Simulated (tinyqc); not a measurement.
k.p values derived from sp3s* tight binding at Gamma, step by step. Values are carried at full precision from step to step, so a last printed digit may differ when a step is redone from the rounded ones.

At Gamma the states are two-level mixtures: s-like S+ (upper) and S- (lower) from [[Esa, Vss], [Vss, Esc]], p-like P- (valence) and P+ from [[Epa, Vxx], [Vxx, Epc]], and the bare s* levels. With real k in 1/angstrom and kz = 0, the phase sums over the four bonds are g0 = 1 - (a k/4)^2/2, g1 = i a kx/4, g3 = -(a/4)^2 kx ky to second order. Each mixture is written (anion, cation) with the anion part positive. c = hbar^2/2m0. No spin-orbit coupling.

Constants: hbar^2/2m0 = 3.80998211 eV angstrom^2.

Values chosen for the exercise (near a published set for GaAs, fitted to gaps, whose masses and valley positions are rough; the results hold for these values, not for the real material): Esa = -8.293 eV (s level of the anion); Esc = -2.679 eV (s level of the cation); Epa = 1.034 eV (p level of the anion); Epc = 3.673 eV (p level of the cation); Vss = -6.391 eV (s-s); Vxx = 1.954 eV (px-px); a = 5.657 angstrom (lattice constant); Vsapc = 4.441 eV (s anion, p cation); Vscpa = 5.828 eV (s cation, p anion); Vxapc = 4.854 eV (s* anion, p cation); Vpaxc = 4.77 eV (p anion, s* cation); Exa = 8.513 eV (s* level of the anion); Exc = 6.728 eV (s* level of the cation); Vxy = 5.031 eV (px-py).

## States at Gamma

Solve the two blocks.

States:
```
state     E (eV)  anion part  cation part
S-     -12.46627    0.837297     0.546748
P-      -0.00429    0.883072    -0.469237
S+       1.49427    0.546748    -0.837297
P+       4.71129    0.469237     0.883072
```

## Linear terms and the Kane energy

<s state|dH/dkx|x state> = i P with P = (a/4)(sa pc Vsapc + sc pa Vscpa), sa, sc and pa, pc being the parts of the two states; for s* on the anion P = (a/4) pc Vxapc, on the cation (a/4) pa Vpaxc. Ep = P^2/c for S+ to P-.

Couplings:
```
pair       P (eV angstrom)  E(first) - E(second) (eV)
S+ to P-          -7.70561                    1.49856
S+ to P+          -0.20588                   -3.21703
S- to P-           1.51188                  -12.46197
s*a to P-         -3.22120                    8.51729
s*c to P-          5.95718                    6.73229
```

Ep = 15.584 eV

The two terms of S+ to P- have the same sign and add: S+ and P- both change sign from anion to cation. An on-site momentum element between s and p, which real atoms have, is absent from this model.

## Electron mass

m0/m = [<S+|d2H/dkx^2|S+>/2 + sum P^2/(E(S+) - E(P))]/c over P- and P+, with the direct term -(a/4)^2 sa sc Vss.

parts of m0/m: direct -1.536, from P- 10.400, from P+ -0.003

mass = 0.1129 m0

The valence band supplies 117 % of m0/m; the direct term, which stands in for the free-electron 1, is -1.54. Sets of this kind were fitted to gaps and often give too heavy a mass, by up to a factor of two.

## Valence parameters L, M, N and the Luttinger values

Direct terms d0 = -(a/4)^2 pa pc Vxx, dN = -2 (a/4)^2 pa pc Vxy for P-. F = sum P^2/(E(P-) - E(s)) over S+, S-, s*a, s*c. The y state of P- couples to the z state of P+ through Q = (a/4) Vxy (pa p'c - pc p'a), primes for P+, and H1 = Q^2/(E(P-) - E(P+)). L = d0 + F, M = d0 + H1, N = dN + F + H1; g1 = -(L + 2M)/(3c), g2 = -(L - M)/(6c), g3 = -N/(6c).

d0, dN, F, Q, H1 (eV angstrom^2; Q in eV angstrom): [1.6194, 8.3392, -45.9284, 7.1151, -10.7356]

L, M, N (eV angstrom^2): [-44.309, -9.116, -48.325]

g1, g2, g3: [5.472, 1.539, 2.114]

Along [100] the masses without spin-orbit coupling are c/|L| = 0.086 (one band) and c/|M| = 0.418 (two bands).

## Checks

- Electron mass against a finite difference of the full bands: both 0.1129.
- L and M against finite differences along [100]: largest relative difference 2.4e-05.
- Lowest curvature along [111], (L + 2M + 2N)/3, against a finite difference: -53.064 against -53.062.

(tinyqc, `OMP_NUM_THREADS=1 python tinyqc.py 1450588 1450589 out.jsonl`, Intel(R) Xeon(R) Processor @ 2.30GHz, 1 thread, shared host, about 0.01 s.)
